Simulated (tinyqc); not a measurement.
Shortcuts against the integral: sheet resistance and Hall data of a diffused or implanted layer. Computed by tinyqc, a small Python program. Command: `OMP_NUM_THREADS=1 python tinyqc.py 3030573 3030574 out.jsonl layer walk`. One thread of a shared host (Intel(R) Xeon(R) Processor @ 2.30GHz), about 0.01 s of CPU time with the checks.

Carriers are taken equal to the net active doping down to the junction (full ionisation, which deep dopants in wide-gap hosts do not reach; no spill-over, no depletion), and the Hall factor is 1.

Inputs (values chosen for the exercise, modelled on donors in GaAs):

| quantity | value | unit |
|---|---|---|
| mu_min | 513 | cm^2/(V s) |
| mu_max | 9590 | cm^2/(V s) |
| N_ref | 5.8e+16 | 1/cm^3 |
| exponent alpha | 0.39 | - |
| peak concentration N_0 | 6.2e+17 | 1/cm^3 |
| length scale l | 8.6 | nm |
| background doping N_B (opposite type) | 9.7e+15 | 1/cm^3 |

Profile: Gaussian at the surface. Activation: complete.

Constants: e = 1.602176634e-19 C.

Method:
- N(x) = N_0 exp(-x^2/l^2), dose N_0 l sqrt(pi)/2, junction x_j = l sqrt(ln(N_0/N_B)).
- Mobility mu = mu_min + (mu_max - mu_min)/(1 + (N_t/N_ref)^alpha), N_t = active doping + N_B; carriers n = active doping - N_B, all dopants active.
- Integrals from x_0 (0 unless stated) to x_j by the midpoint rule on 400 even intervals: 1/R_s = e int n mu dx; sheet density n_s = int n dx; Hall sheet density (int n mu dx)^2/int n mu^2 dx; Hall mobility int n mu^2 dx/int n mu dx.
- Mean conductivity 1/(R_s x_j); mean mobility 1/(e n_s R_s).
- Shortcuts: R_s = 1/(e Q mu) with the dose Q and the mobility at the (active) peak concentration; 1/(e n_s mu) with mu at N_t = n_s/x_j + N_B; 1/(e Q mu_max).

sheet resistance R_s = 4026.57 ohm

dose = 4.72536e+11 1/cm^2

sheet density n_s = 4.53669e+11 1/cm^2

junction depth x_j = 17.5356 nm

Sheet resistances:

| method | R_s (ohm) | deviation (%) |
|---|---|---|
| integral | 4026.6 | 0.000 |
| dose, mobility at the peak | 4287.1 | 6.471 |
| n_s, mobility at the mean concentration | 3683.9 | -8.509 |
| dose, mu_max | 1377.3 | -65.794 |

What follows from these numbers?

The closest shortcut is «dose, mobility at the peak» (+6.5 %). The peak mobility is the lowest in the layer, so with full activation it overestimates R_s. Caution: the layer is not thick against surface and junction depletion widths, which remove carriers that this model counts.

Extremes, crossings and ranges named in words are read from the listed rows.
